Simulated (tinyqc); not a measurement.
Shape against the ratio gamma(100)/gamma(111): equilibrium crystal shape, supported particles, Gibbs-Thomson effect and coarsening. Computed by tinyqc, a small Python program. Command: `OMP_NUM_THREADS=1 python tinyqc.py 3003532 3003533 out.jsonl wulff walk`. One thread of a shared host (Intel(R) Xeon(R) Processor @ 2.30GHz), about 0.04 s of CPU time with the checks.

A cubic crystal bounded by {100}, {110} and {111} facets only.

Inputs (values chosen for the exercise, for a model metal): lattice constant a = 4.07 angstrom; first-neighbour bond energy e1 = 0.313 eV; second-neighbour bond energy e2 = 0.041 eV.

Surface energies: broken bonds, bcc.

Constants: 1 eV/angstrom^2 = 16.02176634 J/m^2.

Method:
- A cut with normal n breaks sum_R |R.n|/(2 Omega) bonds per area (R over all neighbours of a shell) and makes two surfaces: gamma = sum over shells e_s sum_R |R.n|/(4 Omega). bcc: 8 neighbours a/2 (1,1,1), 6 at a (1,0,0), Omega = a^3/2.
- Wulff construction: the facet planes lie at distances lambda gamma from the centre, and the shape is the region inside all of them; V = (1/3) sum of area x distance. gamma_mean = sum A gamma / sum A; shape factor eta = A/V^(2/3) (4.836 for a sphere).
- gamma(110)/gamma(111) is held at the value of this crystal.

gamma (J/m^2): (100) 0.645130, (110) 0.484217, (111) 0.593042

Area fractions:

| gamma(100)/gamma(111) | {100} | {110} | {111} | eta |
|---|---|---|---|---|
| 0.550 | 1.0000 | 0.0000 | 0 | 6.0000 |
| 0.653 | 0.6856 | 0.3144 | 0 | 5.4268 |
| 0.783 | 0.3336 | 0.6664 | 0 | 5.1669 |
| 0.925 | 0.1174 | 0.8826 | 0 | 5.2075 |
| 1.090 | 0.0089 | 0.9911 | 0 | 5.3282 |
| 1.220 | 0.0000 | 1.0000 | 0 | 5.3454 |
| 1.410 | 0.0000 | 1.0000 | 0 | 5.3454 |
| 1.750 | 0.0000 | 1.0000 | 0 | 5.3454 |

What does the comparison show, and why?

{100} holds 100 % of the area in the first row and 0 % in the last; without {110} the limits are a cube below 1/sqrt(3) = 0.577 and an octahedron above sqrt(3) = 1.732. The roundest shape among these rows (eta = 5.167) is at the ratio 0.783; {110} shows in 7 rows.
